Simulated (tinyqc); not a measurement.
Classical Heisenberg spin chain: exact results, Metropolis, heat-bath and over-relaxation steps, and a Monte Carlo run: one step, computed by the program tinyqc.

E = -J sum_i s_i . s_(i+1) for unit vectors s_i on an open chain; K = J/(k_B T).

Problem. Exact results. Each bond angle is independent, so u = <s_i . s_(i+1)> = coth K - 1/K, <s_i . s_(i+n)> = u^n, correlation length xi = -1/ln|u|, energy per bond -J u, heat capacity per bond c/k_B = 1 - K^2/sinh^2 K, and for the long chain chi = mu^2 (1 + u)/(3 k_B T (1 - u)) per spin.

Inputs (values chosen for the exercise, for a model chain of large moments): coupling J = 36 meV; temperature T = 464 K; moment mu = 5.4 mu_B.

Constants: k_B = 8.617333262e-05 eV/K; mu_B = 5.7883818060e-05 eV/T.

Give: K; u; xi; energy per bond; heat capacity; chi over the Curie value; chi.

Solution.

K = 0.9004

u = 0.2851

xi = 0.7968 sites

energy per bond = -10.26 meV

heat capacity = 0.2315 k_B/bond

chi over the Curie value = 1.797

chi = 0.02529 mu_B/T per spin
